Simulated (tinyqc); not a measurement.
A log to judge: two-valley model of the transferred-electron effect. Computed by tinyqc. Command: `OMP_NUM_THREADS=1 python tinyqc.py 3020045 3020046 out.jsonl gunn walk`. One thread of a shared host (Intel(R) Xeon(R) Processor @ 2.30GHz), about 0.01 s of CPU time with the checks.

Both kinds of valley share one electron temperature T_e, and each has a constant mobility.

Inputs (values chosen for the exercise, for a model semiconductor):
```
quantity                       value        unit
central-valley mass m1         0.041         m_0
satellite-valley mass m2        0.24         m_0
satellite valleys Z                4           -
valley separation dE            0.88          eV
central-valley mobility mu1     4000  cm^2/(V s)
satellite-valley mobility mu2    410  cm^2/(V s)
energy relaxation time tau_E     0.3          ps
lattice temperature T            300           K
electric field F                  27       kV/cm
mixing                           0.8           -
iteration cap                     50           -
```

Solver: damped fixed point.

Constants: k_B = 8.617333262e-05 eV/K.

Method. Density-of-states ratio R = Z (m2/m1)^(3/2); n2/n1 = R exp(-dE/(k_B T_e)); mean mobility mu = (mu1 + mu2 n2/n1)/(1 + n2/n1); energy balance e mu F^2 = (3/2) k_B (T_e - T)/tau_E; v = mu F. Fixed point from T_e = T: T_out = T + (2/3) e mu(T_e) F^2 tau_E/k_B, T_new = T_e + mixing (T_out - T_e); stop when |T_out - T_e| is below 1e-6 K.

Course of the iteration:
```
iteration  T_e (K)  mu (cm^2/(V s))  |T_out - T_e| (K)
1           300.00          4000.00            6767.75
2          5714.20           752.37            4141.23
3          2401.22          2398.05            1956.14
4          3966.13          1085.45            1829.62
5          2502.43          2244.42            1594.98
6          3778.42          1158.40            1518.47
7          2563.64          2156.99            1385.86
...            ...              ...                ...
44         3297.97          1418.10             598.63
45         2819.07          1838.28             591.19
46         3292.02          1422.17             585.80
47         2823.38          1833.53             578.84
48         3286.45          1425.99             573.76
49         2827.44          1829.07             567.22
50         3281.22          1429.60             562.42
```

Can the last value be used, and what does the course show?

No. Not converged within 50 iterations: the residual falls at every step, but slowly, by a factor of about 0.990 a step. T_e jumps up and down: T_out falls steeply as T_e rises, since hot electrons move to the slow valleys, and this mixing overshoots. Reruns converge with mixing = 0.1, iteration cap = 600; or with mixing = 0.03, iteration cap = 600; or with solver = bisection, iteration cap = 600.
